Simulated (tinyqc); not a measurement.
G0W0 on RHF in the 6-31g basis, for H3+, spin multiplicity 1, step by step. Computed by tinyqc, a small Python program that keeps every step (integrals from PySCF). Settings: charge = 1, multiplicity = 1, basis = 6-31g, method = RHF, energy threshold = 1e-10, iteration cap = 72, orthogonalisation = symmetric, start = Wolfsberg-Helmholz matrix, DIIS depth = 6. Command: `OMP_NUM_THREADS=1 python tinyqc.py 31958 31959 out.jsonl` (the two numbers bound the seeds that draw the settings). One thread of a shared host (Intel(R) Xeon(R) Processor @ 2.60GHz), about 0.04 s of CPU time with the checks. The early iterations of the SCF are left out here.

## One-electron integrals

Geometry (angstrom):
```
atom        x        y        z
H     0.00000  0.00000  0.00000
H     0.00000  0.00000  0.81200
H     0.00000  0.77300  0.40600
```

Basis 6-31g: exponents (1/bohr^2) and contraction coefficients of normalised primitives:
```
element  l (shell)  exponent  coefficient
H            s (1)  18.73114      0.03349
H            s (1)   2.82539      0.23473
H            s (1)   0.64012      0.81376
H            s (2)   0.16128      1.00000
```

Overlap, kinetic and nuclear-attraction integrals over the contracted functions; the nuclear repulsion is the sum of Za Zb / Rab.

nuclear repulsion = 1.8638273 hartree

overlap S:
```
         1H 1s    1H 2s    2H 1s    2H 2s    3H 1s    3H 2s
1H 1s  1.00000  0.65829  0.39284  0.48306  0.34349  0.46027
1H 2s  0.65829  1.00000  0.48306  0.82707  0.46027  0.80289
2H 1s  0.39284  0.48306  1.00000  0.65829  0.34349  0.46027
2H 2s  0.48306  0.82707  0.65829  1.00000  0.46027  0.80289
3H 1s  0.34349  0.46027  0.34349  0.46027  1.00000  0.65829
3H 2s  0.46027  0.80289  0.46027  0.80289  0.65829  1.00000
```

kinetic energy T (hartree):
```
         1H 1s    1H 2s    2H 1s    2H 2s    3H 1s    3H 2s
1H 1s  1.39568  0.25974  0.15992  0.15101  0.10813  0.13800
1H 2s  0.25974  0.24192  0.15101  0.17476  0.13800  0.16581
2H 1s  0.15992  0.15101  1.39568  0.25974  0.10813  0.13800
2H 2s  0.15101  0.17476  0.25974  0.24192  0.13800  0.16581
3H 1s  0.10813  0.13800  0.10813  0.13800  1.39568  0.25974
3H 2s  0.13800  0.16581  0.13800  0.16581  0.25974  0.24192
```

nuclear attraction V (hartree):
```
          1H 1s     1H 2s     2H 1s     2H 2s     3H 1s     3H 2s
1H 1s  -2.90158  -1.53745  -1.12422  -1.17427  -0.97028  -1.11951
1H 2s  -1.53745  -1.64451  -1.17427  -1.42653  -1.10752  -1.38635
2H 1s  -1.12422  -1.17427  -2.90158  -1.53745  -0.97028  -1.11951
2H 2s  -1.17427  -1.42653  -1.53745  -1.64451  -1.10752  -1.38635
3H 1s  -0.97028  -1.10752  -0.97028  -1.10752  -2.85871  -1.51424
3H 2s  -1.11951  -1.38635  -1.11951  -1.38635  -1.51424  -1.62863
```

core Hamiltonian H = T + V (hartree):
```
          1H 1s     1H 2s     2H 1s     2H 2s     3H 1s     3H 2s
1H 1s  -1.50590  -1.27771  -0.96430  -1.02326  -0.86215  -0.98151
1H 2s  -1.27771  -1.40260  -1.02326  -1.25178  -0.96952  -1.22054
2H 1s  -0.96430  -1.02326  -1.50590  -1.27771  -0.86215  -0.98151
2H 2s  -1.02326  -1.25178  -1.27771  -1.40260  -0.96952  -1.22054
3H 1s  -0.86215  -0.96952  -0.86215  -0.96952  -1.46303  -1.25450
3H 2s  -0.98151  -1.22054  -0.98151  -1.22054  -1.25450  -1.38671
```

## Two-electron integrals

Functions are numbered as in S; the eight-fold symmetry (ij|kl) = (ji|kl) = (kl|ij) leaves the list below.

Two-electron integrals (ij|kl) in chemists' order, unique and non-zero (hartree):
```
(11|11) 1.07657   (21|11) 0.57847   (21|21) 0.32942   (22|11) 0.58740
(22|21) 0.36130   (22|22) 0.45315   (31|11) 0.34287   (31|21) 0.19633
(31|22) 0.21614   (31|31) 0.14747   (32|11) 0.31539   (32|21) 0.19256
(32|22) 0.23519   (32|31) 0.15212   (32|32) 0.17636   (33|11) 0.61822
(33|21) 0.38562   (33|22) 0.48290   (33|31) 0.34287   (33|32) 0.41699
(33|33) 1.07657   (41|11) 0.41699   (41|21) 0.23844   (41|22) 0.26323
(41|31) 0.15212   (41|32) 0.15257   (41|33) 0.31539   (41|41) 0.17636
(42|11) 0.46109   (42|21) 0.28545   (42|22) 0.36326   (42|31) 0.18791
(42|32) 0.21491   (42|33) 0.46109   (42|41) 0.21491   (42|42) 0.30997
(43|11) 0.38562   (43|21) 0.23995   (43|22) 0.30391   (43|31) 0.19633
(43|32) 0.23844   (43|33) 0.57847   (43|41) 0.19256   (43|42) 0.28545
(43|43) 0.32942   (44|11) 0.48290   (44|21) 0.30391   (44|22) 0.40178
(44|31) 0.21614   (44|32) 0.26323   (44|33) 0.58740   (44|41) 0.23519
(44|42) 0.36326   (44|43) 0.36130   (44|44) 0.45315   (51|11) 0.29286
(51|21) 0.16867   (51|22) 0.18733   (51|31) 0.10998   (51|32) 0.11063
(51|33) 0.22678   (51|41) 0.12609   (51|42) 0.15481   (51|43) 0.13931
(51|44) 0.17023   (51|51) 0.11175   (52|11) 0.28967   (52|21) 0.17803
(52|22) 0.22021   (52|31) 0.11794   (52|32) 0.13037   (52|33) 0.27282
(52|41) 0.13475   (52|42) 0.18703   (52|43) 0.16941   (52|44) 0.21377
(52|51) 0.12546   (52|52) 0.15998   (53|11) 0.22678   (53|21) 0.13931
(53|22) 0.17023   (53|31) 0.10998   (53|32) 0.12609   (53|33) 0.29286
(53|41) 0.11063   (53|42) 0.15481   (53|43) 0.16867   (53|44) 0.18733
(53|51) 0.09764   (53|52) 0.12114   (53|53) 0.11175   (54|11) 0.27282
(54|21) 0.16941   (54|22) 0.21377   (54|31) 0.11794   (54|32) 0.13475
(54|33) 0.28967   (54|41) 0.13037   (54|42) 0.18703   (54|43) 0.17803
(54|44) 0.22021   (54|51) 0.12114   (54|52) 0.15826   (54|53) 0.12546
(54|54) 0.15998   (55|11) 0.58353   (55|21) 0.36754   (55|22) 0.46976
(55|31) 0.24785   (55|32) 0.28176   (55|33) 0.58353   (55|41) 0.28176
(55|42) 0.40622   (55|43) 0.36754   (55|44) 0.46976   (55|51) 0.29286
(55|52) 0.39622   (55|53) 0.29286   (55|54) 0.39622   (55|55) 1.07657
(61|11) 0.39622   (61|21) 0.22671   (61|22) 0.25053   (61|31) 0.13956
(61|32) 0.13877   (61|33) 0.28186   (61|41) 0.16589   (61|42) 0.20122
(61|43) 0.17407   (61|44) 0.21724   (61|51) 0.12546   (61|52) 0.13573
(61|53) 0.10622   (61|54) 0.12989   (61|55) 0.28967   (61|61) 0.15998
(62|11) 0.44407   (62|21) 0.27518   (62|22) 0.35095   (62|31) 0.17207
(62|32) 0.19271   (62|33) 0.40294   (62|41) 0.20379   (62|42) 0.29026
(62|43) 0.25252   (62|44) 0.33054   (62|51) 0.15928   (62|52) 0.19818
(62|53) 0.15143   (62|54) 0.19496   (62|55) 0.44407   (62|61) 0.19818
(62|62) 0.29212   (63|11) 0.28186   (63|21) 0.17407   (63|22) 0.21724
(63|31) 0.13956   (63|32) 0.16589   (63|33) 0.39622   (63|41) 0.13877
(63|42) 0.20122   (63|43) 0.22671   (63|44) 0.25053   (63|51) 0.10622
(63|52) 0.12989   (63|53) 0.12546   (63|54) 0.13573   (63|55) 0.28967
(63|61) 0.12796   (63|62) 0.18433   (63|63) 0.15998   (64|11) 0.40294
(64|21) 0.25252   (64|22) 0.33054   (64|31) 0.17207   (64|32) 0.20379
(64|33) 0.44407   (64|41) 0.19271   (64|42) 0.29026   (64|43) 0.27518
(64|44) 0.35095   (64|51) 0.15143   (64|52) 0.19496   (64|53) 0.15928
(64|54) 0.19818   (64|55) 0.44407   (64|61) 0.18433   (64|62) 0.28313
(64|63) 0.19818   (64|64) 0.29212   (65|11) 0.36754   (65|21) 0.23044
(65|22) 0.29649   (65|31) 0.15363   (65|32) 0.17543   (65|33) 0.36754
(65|41) 0.17543   (65|42) 0.25518   (65|43) 0.23044   (65|44) 0.29649
(65|51) 0.16867   (65|52) 0.22671   (65|53) 0.16867   (65|54) 0.22671
(65|55) 0.57847   (65|61) 0.17803   (65|62) 0.27518   (65|63) 0.17803
(65|64) 0.27518   (65|65) 0.32942   (66|11) 0.46976   (66|21) 0.29649
(66|22) 0.39472   (66|31) 0.19082   (66|32) 0.22254   (66|33) 0.46976
(66|41) 0.22254   (66|42) 0.33589   (66|43) 0.29649   (66|44) 0.39472
(66|51) 0.18733   (66|52) 0.25053   (66|53) 0.18733   (66|54) 0.25053
(66|55) 0.58740   (66|61) 0.22021   (66|62) 0.35095   (66|63) 0.22021
(66|64) 0.35095   (66|65) 0.36130   (66|66) 0.45315
```

## Orthogonalisation

S = U s U^T; symmetric (Loewdin) form X = U s^(-1/2) U^T, so that X^T S X = 1.

eigenvalues of S: 0.11104  0.12760  0.51372  0.66906  0.75086  3.82773

X:
```
          1H 1s     1H 2s     2H 1s     2H 2s     3H 1s     3H 2s
1H 1s   1.28760  -0.50995  -0.13222   0.04853  -0.09206   0.04054
1H 2s  -0.50995   2.10828   0.04853  -0.69544   0.03663  -0.58556
2H 1s  -0.13222   0.04853   1.28760  -0.50995  -0.09206   0.04054
2H 2s   0.04853  -0.69544  -0.50995   2.10828   0.03663  -0.58556
3H 1s  -0.09206   0.03663  -0.09206   0.03663   1.27722  -0.50662
3H 2s   0.04054  -0.58556   0.04054  -0.58556  -0.50662   2.01436
```

## Iteration 6 (converged): orbitals

converged F (hartree):
```
          1H 1s     1H 2s     2H 1s     2H 2s     3H 1s     3H 2s
1H 1s  -0.55796  -0.82946  -0.75784  -0.75197  -0.70556  -0.72994
1H 2s  -0.82946  -0.77546  -0.75197  -0.75478  -0.71669  -0.74149
2H 1s  -0.75784  -0.75197  -0.55796  -0.82946  -0.70556  -0.72994
2H 2s  -0.75197  -0.75478  -0.82946  -0.77546  -0.71669  -0.74149
3H 1s  -0.70556  -0.71669  -0.70556  -0.71669  -0.51853  -0.80201
3H 2s  -0.72994  -0.74149  -0.72994  -0.74149  -0.80201  -0.75986
```

Diagonalise F' = X^T F X, C = X C', fill 1 alpha and 1 beta electrons from the bottom; D = 2 C_occ C_occ^T. Each column has its largest component positive (the first on a tie).

F' = X^T F X (hartree):
```
          1         2         3         4         5         6
1   0.11054  -0.55340  -0.40883  -0.09464  -0.33940  -0.10002
2  -0.55340  -0.00989  -0.09464  -0.15236  -0.09907  -0.14740
3  -0.40883  -0.09464   0.11054  -0.55340  -0.33940  -0.10002
4  -0.09464  -0.15236  -0.55340  -0.00989  -0.09907  -0.14740
5  -0.33940  -0.09907  -0.33940  -0.09907   0.10850  -0.54690
6  -0.10002  -0.14740  -0.10002  -0.14740  -0.54690  -0.01543
```

orbital energies (hartree): MO1 -1.22547, MO2 -0.19252, MO3 -0.16504, MO4 0.29970, MO5 0.75081, MO6 0.82687

coefficients C:
```
           MO1       MO2       MO3       MO4       MO5       MO6
1H 1s  0.33004  -0.15024   0.23096   0.59196   0.54964  -1.05382
1H 2s  0.11403  -0.71199   1.42692  -0.56827  -0.77838   1.43188
2H 1s  0.33004  -0.15024  -0.23096   0.59196   0.54964   1.05382
2H 2s  0.11403  -0.71199  -1.42692  -0.56827  -0.77838  -1.43188
3H 1s  0.31425   0.28805   0.00000   0.55984  -1.18846   0.00000
3H 2s  0.11327   1.46995   0.00000  -0.44427   1.62247   0.00000
```

D after iteration 6:
```
         1H 1s    1H 2s    2H 1s    2H 2s    3H 1s    3H 2s
1H 1s  0.21785  0.07527  0.21785  0.07527  0.20743  0.07477
1H 2s  0.07527  0.02601  0.07527  0.02601  0.07167  0.02583
2H 1s  0.21785  0.07527  0.21785  0.07527  0.20743  0.07477
2H 2s  0.07527  0.02601  0.07527  0.02601  0.07167  0.02583
3H 1s  0.20743  0.07167  0.20743  0.07167  0.19751  0.07119
3H 2s  0.07477  0.02583  0.07477  0.02583  0.07119  0.02566
```

## Convergence

Stop when the energy changes by less than 1e-10 hartree and every element of the error matrix X^T (F D S - S D F) X is below 3e-06.

Course of the cycle:
```
iteration  E (hartree)     change  largest element of the error matrix
1           -1.1866394          -                             1.66e-01
2           -1.2711082  -8.45e-02                             2.65e-02
3           -1.2732603  -2.15e-03                             4.31e-04
4           -1.2732608  -5.12e-07                             6.04e-05
5           -1.2732608  -7.05e-09                             3.46e-06
6           -1.2732608  -3.74e-11                             1.06e-08
```

PySCF RHF in the same basis = -1.2732608 hartree

Converged in 6 iterations.

## Integrals over molecular orbitals

(pq|rs) = sum C_ip C_jq C_kr C_ls (ij|kl), one index at a time.

one-electron integrals over orbitals h = C^T H C (hartree):
```
          1         2         3         4         5         6
1  -1.91162   0.00887   0.00000  -0.14062  -0.00459   0.00000
2   0.00887  -1.04605   0.00000   0.00509   0.24606   0.00000
3   0.00000   0.00000  -1.00738   0.00000   0.00000   0.24431
4  -0.14062   0.00509   0.00000  -0.56682  -0.00828   0.00000
5  -0.00459   0.24606   0.00000  -0.00828  -0.32037   0.00000
6   0.00000   0.00000   0.24431   0.00000   0.00000  -0.28555
```

Two-electron integrals over orbitals (pq|rs), unique and non-zero (hartree):
```
(11|11) 0.68615    (21|11) -0.00887   (21|21) 0.08806    (22|11) 0.47080
(22|21) 0.03647    (22|22) 0.42870    (31|31) 0.08023    (32|31) -0.03146
(32|32) 0.02933    (33|11) 0.46129    (33|21) -0.03561   (33|22) 0.35482
(33|33) 0.41418    (41|11) 0.14062    (41|21) -0.00355   (41|22) 0.05195
(41|33) 0.04719    (41|41) 0.06836    (42|11) -0.00432   (42|21) -0.01372
(42|22) -0.01164   (42|33) 0.00833    (42|41) -0.00329   (42|42) 0.03522
(43|31) -0.01912   (43|32) 0.01035    (43|43) 0.03929    (44|11) 0.46744
(44|21) -0.00793   (44|22) 0.37015    (44|33) 0.37018    (44|41) 0.05914
(44|42) 0.00058    (44|44) 0.37579    (51|11) 0.00459    (51|21) -0.07965
(51|22) -0.03458   (51|33) 0.02976    (51|41) 0.00308    (51|42) -0.01771
(51|44) 0.00431    (51|51) 0.10350    (52|11) -0.16286   (52|21) -0.02910
(52|22) -0.08803   (52|33) -0.06269   (52|41) -0.06204   (52|42) -0.00673
(52|44) -0.07320   (52|51) 0.04210    (52|52) 0.09741    (53|31) 0.02518
(53|32) -0.00709   (53|43) 0.00565    (53|53) 0.01778    (54|11) 0.00568
(54|21) -0.07120   (54|22) -0.03072   (54|33) 0.02825    (54|41) 0.00269
(54|42) 0.01055    (54|44) 0.00637    (54|51) 0.07055    (54|52) 0.02646
(54|54) 0.07025    (55|11) 0.58734    (55|21) 0.06681    (55|22) 0.47134
(55|33) 0.38414    (55|41) 0.11494    (55|42) 0.00203    (55|44) 0.41905
(55|51) -0.08539   (55|52) -0.17224   (55|54) -0.06518   (55|55) 0.62212
(61|31) -0.07814   (61|32) 0.03247    (61|43) -0.01358   (61|53) -0.03668
(61|61) 0.11099    (62|31) 0.03147    (62|32) -0.01053   (62|43) 0.00532
(62|53) 0.01891    (62|61) -0.04434   (62|62) 0.02317    (63|11) -0.16122
(63|21) 0.03251    (63|22) -0.06494   (63|33) -0.07874   (63|41) -0.06137
(63|42) 0.00843    (63|44) -0.07362   (63|51) -0.03936   (63|52) 0.05074
(63|54) -0.02724   (63|55) -0.10161   (63|63) 0.09044    (64|31) -0.06726
(64|32) 0.02721    (64|43) 0.01336    (64|53) -0.02403   (64|61) 0.07500
(64|62) -0.02994   (64|64) 0.07088    (65|31) -0.05764   (65|32) 0.03145
(65|43) -0.00321   (65|53) -0.02502   (65|61) 0.07876    (65|62) -0.03117
(65|64) 0.05914    (65|65) 0.06340    (66|11) 0.61170    (66|21) -0.07235
(66|22) 0.40112    (66|33) 0.46299    (66|41) 0.12519    (66|42) -0.00988
(66|44) 0.43556    (66|51) 0.08299    (66|52) -0.11258   (66|54) 0.06580
(66|55) 0.47639    (66|63) -0.17317   (66|66) 0.64756
```

## Screening: direct RPA

With D = e_a - e_i and K = (ia|jb): diagonalise D^(1/2) (D + 4K) D^(1/2) = Z w^2 Z^T; X + Y = D^(1/2) Z w^(-1/2), each column of Z with its largest component positive (the first on a tie); E_c = (sum w - tr (D + 2K)) / 2.

D^(1/2) (D + 4K) D^(1/2) (hartree^2):
```
          1>2       1>3       1>4       1>5       1>6
1>2   1.43084   0.00000  -0.01785  -0.45521   0.00000
1>3   0.00000   1.46485   0.00000   0.00000  -0.46108
1>4  -0.01785   0.00000   2.74315   0.02137   0.00000
1>5  -0.45521   0.00000   0.02137   4.72384   0.00000
1>6   0.00000  -0.46108   0.00000   0.00000   5.12326
```

excitation energies w (hartree): 1.17001  1.18644  1.65621  2.18767  2.27607

X + Y:
```
           1        2         3         4         5
1>2  0.93103  0.00000  -0.00721  -0.09242   0.00000
1>3  0.00000  0.93821   0.00000   0.00000  -0.08406
1>4  0.01231  0.00000   0.95950   0.00964   0.00000
1>5  0.17464  0.00000  -0.01407   0.94176   0.00000
1>6  0.00000  0.16197   0.00000   0.00000   0.94235
```

RPA correlation energy = -0.0365311 hartree

## G0W0 on Hartree-Fock: HOMO

W(p,q,m) = sqrt2 sum_ia (pq|ia) (X+Y)_ia,m; Sigma_c(x) = sum_(i,m) W^2/(x - e_i + w_m) + sum_(a,m) W^2/(x - e_a - w_m); solve x = e_p + Sigma_c(x) by Newton steps; Z = 1/(1 - dSigma/dx); 1 hartree = 27.211386 eV.

The 12 largest terms at x = e_p (hartree; W for the signs of X + Y given):
```
q  m         W      term
1  3   0.19082   0.02198
6  5   0.15720  -0.00571
5  4   0.14829  -0.00528
2  4  -0.11764  -0.00430
2  1   0.09622  -0.00420
3  5  -0.11367  -0.00387
3  2   0.08856  -0.00349
4  3   0.09273  -0.00270
5  1  -0.07926  -0.00200
6  2  -0.07825  -0.00189
1  1  -0.00810   0.00006
1  4   0.00919  3.86e-05
```

Newton steps (hartree):
```
step         x  Sigma_c(x)        Z
0     -1.22547    -0.01138  0.97660
1     -1.23659    -0.01112  0.97651
2     -1.23659    -0.01112  0.97651
```

quasiparticle energy of the HOMO = -33.64923 eV

Hartree-Fock value = -33.34674 eV

## G0W0 on Hartree-Fock: LUMO

As before.

The 12 largest terms at x = e_p (hartree; W for the signs of X + Y given):
```
q  m         W      term
1  4  -0.11764   0.00430
1  1   0.09622   0.00420
2  3   0.07081  -0.00303
5  3  -0.08473  -0.00276
2  1   0.04038  -0.00139
6  5  -0.06283  -0.00120
2  4  -0.05012  -0.00115
5  4   0.05903  -0.00111
3  2  -0.03431  -0.00097
3  5   0.04702  -0.00096
6  2   0.03160  -0.00045
5  1  -0.02900  -0.00040
```

Newton steps (hartree):
```
step         x  Sigma_c(x)        Z
0     -0.19252    -0.00541  0.98968
1     -0.19787    -0.00535  0.98971
2     -0.19787    -0.00535  0.98971
```

quasiparticle energy of the LUMO = -5.38436 eV

Hartree-Fock value = -5.23878 eV
